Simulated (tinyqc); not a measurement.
Fully depleted semiconductor-on-insulator film with two gates, non-linear Poisson equation by Newton steps: one step of the calculation.

One dimension across the film, front interface at x = 0, back interface at x = ts. psi is counted from the intrinsic level, n = ni exp(psi/Vt) (source grounded), holes neglected, acceptors ionised. Gates act through Cox = eps0 eox/tox and Cbox = 3.9 eps0/tb with potentials G1 = Vg - (phiM - chi - Vt ln(Nc/ni)) and G2 = Vb - (phiB - chi - Vt ln(Nc/ni)). Classical Boltzmann densities, no interface charge, no depletion in the back plane.

Task. Density, residual and Jacobian diagonal. Nodes 0 to 7, h = ts/7, box widths w = h (h/2 at both ends), a = eps0 eps_r/h. F_i = a (psi_(i+1) - 2 psi_i + psi_(i-1)) - q w_i (n_i + Na); F_0 = a (psi_1 - psi_0) + Cox (G1 - psi_0) - q w_0 (n_0 + Na); F_7 = a (psi_6 - psi_7) + Cbox (G2 - psi_7) - q w_7 (n_7 + Na). Diagonal b_i = -2 a - q w_i n_i/Vt, with -a - Cox and -a - Cbox in place of -2 a at the ends.

Parameters, values chosen for the exercise; band and dielectric values close to those of germanium: temperature T = 350 K; relative permittivity of the gate insulator (close to hafnium oxide) eox = 21.4; insulator thickness tox = 13 nm; film thickness ts = 13 nm; buried-oxide thickness (eps_r 3.9) tb = 31 nm; acceptor density of the film Na = 1e15 cm^-3.

Constants: q = 1.602176634e-19 C, kB = 1.380649e-23 J/K, Vt = kB T/q, eps0 = 8.8541878128e-14 F/cm where lengths are in cm. Results are converted to the units shown.

| node | psi at the start (V) |
|---|---|
| 0 | 0.004 |
| 1 | 0.004 |
| 2 | 0.004 |
| 3 | 0.004 |
| 4 | 0.004 |
| 5 | 0.004 |
| 6 | 0.004 |
| 7 | 0.004 |

ni = 2.1235937e14 cm^-3
a = 7.5328706 uF/cm^2
G1 = 0.32243629 V
G2 = -0.017563707 V

Give: n; residual F; diagonal b.

Result.

| node | n (cm^-3) | residual F (1e-7 C/cm^2) | diagonal b (F/cm^2) |
|---|---|---|---|
| 0 | 2.425e14 | 4.641 | -8.991e-6 |
| 1 | 2.425e14 | 0.000 | -1.507e-5 |
| 2 | 2.425e14 | 0.000 | -1.507e-5 |
| 3 | 2.425e14 | 0.000 | -1.507e-5 |
| 4 | 2.425e14 | 0.000 | -1.507e-5 |
| 5 | 2.425e14 | 0.000 | -1.507e-5 |
| 6 | 2.425e14 | 0.000 | -1.507e-5 |
| 7 | 2.425e14 | -0.024 | -7.644e-6 |

Numbers from tinyqc (`OMP_NUM_THREADS=1 python tinyqc.py 2190087 2190088 out.jsonl`; about 0.3 s on one thread of a shared Intel Xeon 2.30GHz).
